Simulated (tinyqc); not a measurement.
Finite square well with mass mismatch (envelope functions), step by step. Values are carried at full precision from step to step, so a last printed digit may differ when a step is redone from the rounded ones.

A square well of width L and depth V0, mass mw inside and mb outside, energies from the bottom of the well, c = hbar^2/2m0. k = sqrt(mw E/c), kappa = sqrt(mb (V0 - E)/c). psi and psi'/m are continuous at the walls (BenDaniel-Duke), so level n solves k L + 2 atan[(k/mw)/(kappa/mb)] = n pi.

Constants: hbar^2/2m0 = 3.80998211 eV angstrom^2.

Inputs chosen for the exercise (near those of a non-polar GaN well in AlN; the results hold for these values, not for the real material):
- L = 25 angstrom (well width)
- V0 = 1.99 eV (barrier height)
- mw = 0.195 m0 (mass in the well)
- mb = 0.327 m0 (mass in the barrier)
- alpha_w = 0.2 1/eV (non-parabolicity in the well)
- alpha_b = 0.25 1/eV (non-parabolicity in the barrier)

## How many levels are bound

At E = V0 the arctangent equals pi/2, so level n is bound if k0 L > (n - 1) pi with k0 = sqrt(mw V0/c). Compare with the infinitely deep well, E1(hard) = c (pi/L)^2/mw.

k0 = 0.31914 1/angstrom
k0 L/pi = 2.5396
number of bound levels = 3
E1(hard) = 0.3085 eV

The count does not depend on mb. One more level binds at L = 29.5 angstrom.

## The lowest level by bisection

f(E) = k L + 2 atan[(k/mw)/(kappa/mb)] - pi rises with E. Twelve halvings of [0, V0]: keep the half in which f changes sign.

Bisection:
```
step  low (eV)  high (eV)  midpoint (eV)        k    kappa        f
1      0.00000    1.99000        0.99500  0.22567  0.29223   4.3265
2      0.00000    0.99500        0.49750  0.15957  0.35791   2.1317
3      0.00000    0.49750        0.24875  0.11283  0.38658   0.5896
4      0.00000    0.24875        0.12437  0.07979  0.40015  -0.5016
5      0.12437    0.24875        0.18656  0.09772  0.39343   0.0906
6      0.12437    0.18656        0.15547  0.08920  0.39680  -0.1905
7      0.15547    0.18656        0.17102  0.09356  0.39512  -0.0467
8      0.17102    0.18656        0.17879  0.09566  0.39427   0.0227
9      0.17102    0.17879        0.17490  0.09461  0.39470  -0.0118
10     0.17490    0.17879        0.17685  0.09514  0.39448   0.0055
11     0.17490    0.17685        0.17587  0.09488  0.39459  -0.0032
12     0.17587    0.17685        0.17636  0.09501  0.39454   0.0012
```

After twelve halvings the bracket is V0/4096 = 0.486 meV wide.

## Bound levels

Solve the condition for each n (six at most). With A = cos(kL/2) for even and sin(kL/2) for odd levels, the probability in the barriers is Pb = (A^2/kappa)/(A^2/kappa + L/2 +/- sin(kL)/(2k)), + for even.

Levels:
```
n  parity  E (eV)  k (1/angstrom)  kappa (1/angstrom)      Pb
1    even  0.1762         0.09497             0.39455  0.0215
2     odd  0.7062         0.19011             0.33195  0.0872
3    even  1.5568         0.28227             0.19282  0.2446
```

The lowest level lies at 57 % of the infinite-well value and decays into the barrier over 1/kappa = 2.5 angstrom. Above about 0.5 eV (from level 2 on) a parabolic band is a rough model.

## Mass in the plane and density of states

To first order in the in-plane energy, 1/m_par = (1 - Pb)/mw + Pb/mb for each subband. Each adds a step D = m_par/(2 pi c) to the density of states per area (spin included, one valley); 1/angstrom^2 = 1e16/cm^2.

Subbands:
```
n  m_par (m0)  D (1e13/(eV cm^2))
1      0.1967               8.217
2      0.2021               8.443
3      0.2164               9.038
```

## Levels with energy-dependent masses

Non-parabolic bands: mw is replaced by mw (1 + alpha_w E) and mb by mb (1 - alpha_b (V0 - E)), in k, kappa and the matching condition alike.

Solve the same condition with the energy-dependent masses, and list the shift from the parabolic levels that exist in both.

Levels:
```
n  E (eV)  mass inside  mass outside  shift (meV)
1  0.1942       0.2026        0.1802         17.9
2  0.6928       0.2220        0.2210        -13.3
3  1.3580       0.2480        0.2753       -198.8
4  1.9900       0.2726        0.3270            -
```

Level 1 moves by +17.9 meV and level 3 by -198.8 meV. The lighter mass deep in the barrier hardens the wall for low levels; the heavier mass in the well wins higher up. The heavier mass inside raises k at E = V0, which binds further levels (1 of them among the six at most that are listed).

## Checks

- Lowest level by finite differences (200 cells across the well) against the matching condition, eV: both 0.1762.

(tinyqc, `OMP_NUM_THREADS=1 python tinyqc.py 1250775 1250776 out.jsonl`, Intel(R) Xeon(R) Processor @ 2.30GHz, 1 thread, shared host, about 0.01 s.)
